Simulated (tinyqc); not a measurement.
Hexagonal on-chip spiral inductor, lumped pi model: one step of the calculation.

Outer diameter do = di + 2 n wd + 2 (n - 1) sp, mean da = (do + di)/2, fill p = (do - di)/(do + di), length l = 3.464 n da. L = 2.33 mu0 n^2 da/(1 + 3.82 p), mu0 = 4 pi 1e-7 H/m. Rs = rho l/(wd delta (1 - exp(-th/delta))), delta = sqrt(rho/(pi f mu0)). Cs = n wd^2 eps0 eo/hu across the coil. At each end Cox = l wd eps0 eo/(2 ho) leads to the substrate branch Rsi = 2 rs he/(l wd) in parallel with Csi = l wd eps0 11.7/(2 he). With one end grounded Y = 1/(Rs + i w L) + i w Cs + 1/[1/(i w Cox) + 1/(1/Rsi + i w Csi)], w = 2 pi f; Q = -Im Y/Re Y. Eddy currents in neighbouring turns and in the substrate are left out.

Problem. Geometry and model elements. do, l, L, delta, Rs, Cs, Cox, Rsi and Csi as defined.

Inputs (values chosen for the exercise); values of the order met in silicon radio-frequency processes:
- n = 3.5 (number of turns)
- wd = 4 um (line width)
- sp = 1.5 um (space between turns)
- di = 140 um (inner diameter)
- th = 3.4 um (metal thickness)
- rho = 2.2 uohm cm (metal resistivity)
- ho = 9.9 um (oxide below the coil)
- hu = 1.5 um (oxide between coil and underpass)
- eo = 3.9 (relative permittivity of the oxide)
- rs = 20 ohm cm (substrate resistivity)
- he = 80 um (effective spreading depth in the substrate)
- f = 11 GHz (frequency)

Constants: eps0 = 8.8541878128e-12 F/m. Results are converted to the units shown.

Wanted: do; l; L; delta; Rs; Cs; Cox; Rsi; Csi.

Solution.

do = 175.5 um
l = 1913 um
L = 3.957 nH
delta = 0.7118 um
Rs = 14.90 ohm
Cs = 1.289 fF
Cox = 13.34 fF
Rsi = 4183 ohm
Csi = 4.953 fF

Program tinyqc, `OMP_NUM_THREADS=1 python tinyqc.py 2302237 2302238 out.jsonl`; Intel Xeon 2.30GHz, shared host, one thread, about 0.01 s.
